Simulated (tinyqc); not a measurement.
Shockley-Read-Hall recombination through one deep level: sweeps and comparisons. A value that a table varies takes the place of the one given here.

One level at Et with degeneracy 1: tn = 1/(sn vth Nt), tp = 1/(sp_ vth Nt), n1 = Nc exp((Et - Eg)/kT), p1 = Nv exp(-Et/kT), ni^2 = n1 p1. Equilibrium n0 = Nm, p0 = ni^2/Nm; n = n0 + dn, p = p0 + dn. U = (n p - ni^2)/(tp (n + n1) + tn (p + p1)), lifetime dn/U; emission rates en = sn vth n1, ep = sp_ vth p1.

Constants: kB = 8.617333262e-05 eV/K.

Parameters, chosen for this exercise (gap and densities of states near those of Si at this temperature; not measured data): E1 = 0.514 eV (level (0/-1) above Ev); E2 = 0.755 eV (level (-1/-2) above Ev); gm = 2 (degeneracy of the middle state, the others 1); T = 350 K; Eg = 1.131 eV (gap); Nc = 3.31e+19 1/cm^3 (conduction-band density of states); Nv = 1.43e+19 1/cm^3 (valence-band density of states); Nd = 1.7e+14 1/cm^3 (ionised shallow donors minus acceptors); Et = 0.755 eV (recombination level above Ev); Nt = 7.5e+14 1/cm^3 (defects); sn = 3.7e-16 cm^2 (electron capture cross-section); sp_ = 3.6e-14 cm^2 (hole capture cross-section); vth = 13000000 cm/s (thermal velocity, both carriers); Nm = 7.5e+15 1/cm^3 (equilibrium electrons for the lifetime steps); dn = 1.6e+13 1/cm^3 (excess pairs).

## Charge state against the Fermi level (deep level with several charge states)

Energies from Ev. The defect has charge states 0, -1, -2 with weights 1, gm exp((EF - E1)/kT), exp((2 EF - E1 - E2)/kT); the shares are the weights over their sum. Boltzmann carriers: n = Nc exp((EF - Eg)/kT), p = Nv exp(-EF/kT). Neutrality: p - n + Nd + Nt <q> = 0.

Shares:

| EF (eV) | 0 | -1 | -2 | <q> |
|---|---|---|---|---|
| 0.068 | 1.000 | 0.000 | 0.000 | 0.000 |
| 0.158 | 1.000 | 0.000 | 0.000 | 0.000 |
| 0.249 | 1.000 | 0.000 | 0.000 | 0.000 |
| 0.339 | 0.994 | 0.006 | 0.000 | -0.006 |
| 0.430 | 0.890 | 0.110 | 0.000 | -0.110 |
| 0.520 | 0.291 | 0.709 | 0.000 | -0.710 |
| 0.611 | 0.020 | 0.976 | 0.004 | -0.985 |
| 0.701 | 0.001 | 0.922 | 0.077 | -1.076 |
| 0.792 | 0.000 | 0.370 | 0.630 | -1.630 |
| 0.882 | 0.000 | 0.029 | 0.971 | -1.971 |
| 0.973 | 0.000 | 0.001 | 0.999 | -1.999 |
| 1.063 | 0.000 | 0.000 | 1.000 | -2.000 |

What does this show?

Where the levels are several kT apart the middle state rules between about E1 - kT ln gm = 0.493 and E2 + kT ln gm = 0.776 eV; its largest share listed is 0.976. Each step spreads from 10 % to 90 % over 4.4 kT = 0.133 eV.

## Defects against doping (deep level with several charge states)

Nt takes the listed multiples of |Nd|; the resistivity uses mobilities of 1000 (electrons) and 300 (holes) cm^2/(V s), chosen for the exercise, and e = 1.602176634e-19 C.

Neutral state:

| Nt/\|Nd\| | EF (eV) | n (1/cm^3) | p (1/cm^3) | rho (ohm cm) |
|---|---|---|---|---|
| 0.01 | 0.7632 | 1.68e+14 | 1.46e+08 | 37.2 |
| 0.10 | 0.7592 | 1.47e+14 | 1.67e+08 | 42.5 |
| 0.30 | 0.7489 | 1.04e+14 | 2.35e+08 | 59.9 |
| 0.60 | 0.7274 | 5.10e+13 | 4.80e+08 | 122 |
| 0.90 | 0.6810 | 1.10e+13 | 2.23e+09 | 568 |
| 1.10 | 0.5621 | 2.13e+11 | 1.15e+11 | 2.53e+04 |
| 1.50 | 0.5143 | 4.36e+10 | 5.63e+11 | 2.94e+04 |
| 3.00 | 0.4728 | 1.10e+10 | 2.23e+12 | 9.19e+03 |
| 10.00 | 0.4287 | 2.55e+09 | 9.61e+12 | 2.16e+03 |

What does this show, and why?

EF goes from 0.763 to 0.429 eV and the resistivity from 37.2 to 2.16e+03 ohm cm, with a largest value of 2.94e+04. The largest move of EF, -0.119 eV, comes between Nt/|Nd| = 0.9 and 1.1; the levels lie at 0.514 and 0.755 eV. A defect can take up to two electrons, but EF starts near or below the upper level, so each takes between one and two (1.40 in the first row) and the doping is cancelled near Nt = Nd at the latest. The type changes along the table.

## Lifetime against injection

Recombination:

| dn (1/cm^3) | lifetime (microsecond) | U (1/(cm^3 s)) |
|---|---|---|
| 1.0e+11 | 0.002901 | 3.45e+19 |
| 1.0e+12 | 0.002934 | 3.41e+20 |
| 1.0e+13 | 0.003267 | 3.06e+21 |
| 1.0e+14 | 0.006544 | 1.53e+22 |
| 1.0e+15 | 0.03550 | 2.82e+22 |
| 1.0e+16 | 0.1613 | 6.20e+22 |
| 1.0e+17 | 0.2607 | 3.84e+23 |
| 1.0e+18 | 0.2780 | 3.60e+24 |

How do the results move?

The lifetime rises from 0.002901 to 0.278 microsecond; tn + tp = 0.28. At low injection it is tp (1 + n1/n0) + tn p1/n0 with n1/Nm = 0.017 and p1/Nm = 2.6e-08: re-emission lengthens it to 1.02 times the minority capture time. Auger and radiative paths are left out; they cut in at the highest injections, and in a doped direct-gap crystal the radiative one counts at all injections. dn = dp neglects trapped charge, which matters where the traps hold a charge comparable with dn, at low injection and with very unequal cross sections.

## Where a level does most harm

Et takes the values listed; G = Nt en ep/(en + ep) in a depleted region; the lifetime is for dn = 1e11 1/cm^3.

Results:

| Et (eV) | lifetime (microsecond) | G (1/(cm^3 s)) |
|---|---|---|
| 0.068 | 55.5 | 5.90e+10 |
| 0.158 | 2.81 | 1.17e+12 |
| 0.249 | 0.140 | 2.38e+13 |
| 0.339 | 0.00980 | 4.71e+14 |
| 0.430 | 0.00319 | 9.62e+15 |
| 0.520 | 0.00287 | 1.90e+17 |
| 0.611 | 0.00285 | 2.61e+18 |
| 0.701 | 0.00286 | 4.02e+17 |
| 0.792 | 0.00302 | 1.98e+16 |
| 0.882 | 0.00612 | 1.00e+15 |
| 0.973 | 0.0696 | 4.90e+13 |
| 1.063 | 1.32 | 2.48e+12 |

What does this show?

Generation peaks where en = ep, at Eg/2 + (kT/2) ln(sp_ Nv/(sn Nc)) = 0.622 eV; the largest value listed is at 0.611 eV, and G falls by a decade for each 0.069 eV away from the peak. The lifetime is within a factor 2 of its minimum, 0.00285 microsecond, from 0.430 to 0.792 eV: recombination tolerates a wide range of Et, generation a narrow one.

## What moves lifetime and leakage

G = Nt en ep/(en + ep). Each row changes one parameter from the base and keeps the others.

Results:

| case | lifetime (microsecond) | G (1/(cm^3 s)) |
|---|---|---|
| base | 0.003487 | 6.75e+16 |
| Et = 0.795 eV | 0.003621 | 1.79e+16 |
| sn = 7.4e-16 cm^2 | 0.003192 | 6.75e+16 |
| sp_ = 7.2e-14 cm^2 | 0.002039 | 1.35e+17 |
| Nt = 3.75e+14 1/cm^3 | 0.006975 | 3.37e+16 |
| Nm = 2.25e+16 1/cm^3 | 0.003062 | 6.75e+16 |
| dn = 4.8e+13 1/cm^3 | 0.004660 | 6.75e+16 |

What can be read from the table?

The largest shifts from the base row, up to three for each result and ties (the steps differ in size, so this ranks the rows, not the parameters). lifetime (microsecond): Nt +0.00349, sp_ -0.00145, dn +0.00117. G (1/(cm^3 s)): sp_ +6.74e+16, Et -4.95e+16, Nt -3.37e+16; unchanged at the printed digits by sn, Nm and dn.

tinyqc: `OMP_NUM_THREADS=1 python tinyqc.py 1652495 1652496 out.jsonl`; about 0.01 s, one thread, shared Intel(R) Xeon(R) Processor @ 2.30GHz.
